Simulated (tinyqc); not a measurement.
Charge control and current of a heterostructure field-effect transistor. From sheet density n_s back to Schottky barrier phi_B. Computed by tinyqc, a small Python program. Command: `OMP_NUM_THREADS=1 python tinyqc.py 3010752 3010753 out.jsonl hemt inv`. One thread of a shared host (Intel(R) Xeon(R) Processor @ 2.30GHz), about 0.03 s of CPU time with the checks.

Two subbands in a triangular well; E_F is counted from the conduction band edge of the channel at the interface.

Inputs (values chosen for the exercise, modelled on AlGaN/GaN):
```
quantity                                  value    unit
channel mass m                              0.2     m_0
permittivity eps (barrier and channel)     9.25       -
barrier thickness d                          11      nm
conduction band offset dE_c                0.41      eV
polarisation charge sigma/e             1.5e+13  1/cm^2
gate voltage V_G                              0       V
temperature T                               300       K
mixing                                      0.3       -
iteration cap                               200       -
```

Charge source: polarisation. Velocity law: smooth.

Constants: e = 1.602176634e-19 C; eps_0 = 8.8541878128e-12 F/m; k_B = 8.617333262e-05 eV/K; hbar = 1.054571817e-34 J s; m_0 = 9.1093837015e-31 kg; k_B = 1.380649e-23 J/K.

Method:
- Threshold V_T = phi_B - dE_c - sigma d/(eps eps_0) (in volts); C_b = eps eps_0/d.
- Charge control: n_s = C_b (V_G - V_T - E_F/e)/e. Well: mean field F = e n_s/(2 eps eps_0), E_i = (hbar^2/2m)^(1/3) [(3 pi e F/2)(i + 3/4)]^(2/3), i = 0, 1; n_s = D k_B T sum_i ln(1 + exp((E_F - E_i)/k_B T)), D = m/(pi hbar^2), which is solved in closed form for E_F.
- Iteration from n_s = C_b (V_G - V_T)/(2e): E_F from n_s, n_out from the charge control, n_new = n_s + mixing (n_out - n_s), kept above n_s/10; stop when |n_out/n_s - 1| < 1e-9.

Question. A run gave the result below. Find the Schottky barrier phi_B, known to lie between 0.76 and 2.1 eV.

sheet density n_s = 9.913462e+12 1/cm^2

Answer.

Each step takes the trial c = (a f_b - b f_a)/(f_b - f_a), f being the result less the target and a, b, c the logarithms of the listed values; c replaces end b, the old b replaces a if the sign of f changed, and otherwise f_a is halved.

Scan of the range:
```
Schottky barrier phi_B (eV)  sheet density n_s (1/cm^2)
0.76                                        1.13169e+13
0.90                                        1.07468e+13
1.07                                        1.00556e+13
1.26                                        9.28470e+12
1.50                                        8.31368e+12
1.77                                        7.22569e+12
2.10                                        5.90402e+12
```

False position (Illinois rule, in the logarithm of the input) inside the bracket:
```
step    end a    end b    trial  sheet density n_s (1/cm^2)
1     1.07000  1.26000  1.10274                 9.92265e+12
2     1.26000  1.10274  1.10486                 9.91404e+12
3     1.26000  1.10486  1.10512                 9.91295e+12
4     1.10486  1.10512  1.10500                 9.91346e+12
5     1.10512  1.10500  1.10500                 9.91346e+12
```

Sheet density n_s falls at every point of a 13-point scan of the range (every second point is shown), so one value fits; it is bracketed by 1.07 and 1.26. Answer: Schottky barrier phi_B = 1.105 eV.
